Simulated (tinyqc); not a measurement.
Single-oscillator infrared dielectric function of a polar cubic crystal: one step, computed by the program tinyqc. Command: `OMP_NUM_THREADS=1 python tinyqc.py 3008828 3008829 out.jsonl infrared walk`. One thread of a shared host (Intel(R) Xeon(R) Processor @ 2.30GHz), about 0.01 s of CPU time with the checks.

One ion pair, charges +Z* and -Z*, in a cell of volume Omega = a^3/4. Frequencies omega are given as wavenumbers (1/cm); eps_s is the static dielectric constant.

Problem. LO frequency and static constant from the Born charge. mu = M_A M_B/(M_A + M_B); ionic plasma term W^2 = 4 pi Z*^2 (e^2/(4 pi eps_0))/(Omega mu) in eV/(angstrom^2 u), turned into 1/cm by W = 15.6333042 x 33.35640952 x sqrt(W^2); omega_LO^2 = omega_TO^2 + W^2/eps_inf; eps_s = eps_inf + W^2/omega_TO^2; Szigeti charge 3 Z*/(eps_inf + 2); longitudinal (Callen) charge Z*/eps_inf.

Inputs (values chosen for the exercise, modelled on aluminium arsenide):

| quantity | value | unit |
|---|---|---|
| lattice constant a | 5.661 | angstrom |
| mass M_A | 26.98 | u |
| mass M_B | 74.92 | u |
| omega_TO | 360 | 1/cm |
| Born charge Z* | 2.28 | e |
| eps_inf | 8.44 | - |

Structure: zinc blende. Free carriers: absent.

Constants: nu for 1 eV/(angstrom^2 u) = 15.6333042 THz; 1 THz = 33.35640952 1/cm; e^2/(4 pi eps_0) = 14.39964548 eV angstrom.

Give: reduced mass mu; W; omega_LO; eps_s; Szigeti charge; Callen charge.

Solution.

reduced mass mu = 19.837 u

W = 533.22 1/cm

omega_LO = 404.09 1/cm

eps_s = 10.634

Szigeti charge = 0.65517 e

Callen charge = 0.27014 e

omega_LO/omega_TO = 1.122; the ions supply 21 % of eps_s.
